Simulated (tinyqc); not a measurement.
# Capacitance measurement on a leaky thin oxide: effects of series resistance and leakage, step by step

Program tinyqc, `OMP_NUM_THREADS=1 python tinyqc.py 2022043 2022044 out.jsonl`; Intel Xeon 2.30GHz, shared host, one thread, about 0.01 s. Printed values are rounded.

The device is a capacitance C in parallel with a leakage conductance G, in series with Rs and Ls. An impedance meter reports either a parallel pair (Cp, Gp) from Y = 1/Z = Gp + i w Cp or a series pair (Cs, Rm) from Z = Rm + 1/(i w Cs); w = 2 pi f, dissipation D = Gp/(w |Cp|).

Values chosen for this exercise; values of the order met in thin-oxide MOS capacitors:
- eox = 3.9 (relative permittivity of the gate insulator (close to silicon dioxide))
- tox = 2.3 nm (insulator thickness)
- A = 400 um^2 (gate area)
- zc = 0.38 nm (oxide-equivalent thickness added by the accumulation layer)
- zp = 0.23 nm (oxide-equivalent thickness added by gate depletion)
- Jg = 0.063 A/cm^2 (gate leakage current density, not matched to the thickness)
- Vs = 0.19 V (voltage for an e-fold rise of the leakage)
- Rs = 77 ohm (series resistance)
- Ls = 25 nH (series inductance)
- f = 50000 Hz (measuring frequency)

Constants: eps0 = 8.8541878128e-14 F/cm where lengths are in cm. Results are converted to the units shown.

## True capacitance and conductance

EOT = 3.9 tox/eox; CET = EOT + zc + zp; C = 3.9 eps0 A/CET; G = Jg A/Vs.

EOT = 2.3 nm
CET = 2.91 nm
C = 4.74657 pF
G = 1.32632 uS

## What the meter reports

Z = Rs + i w Ls + 1/(G + i w C).

Z = (3.33094-3.74411i) x 1e5 ohm
Cp = 4.74561 pF
Gp = 1.32635 uS
Cs = 8.50161 pF
D = 0.889646

Cp is 0.020 % below C and Cs is 79 % above it; G Rs = 1.02e-4, w C Rs = 1.15e-4 and G/(w C) = 0.889.
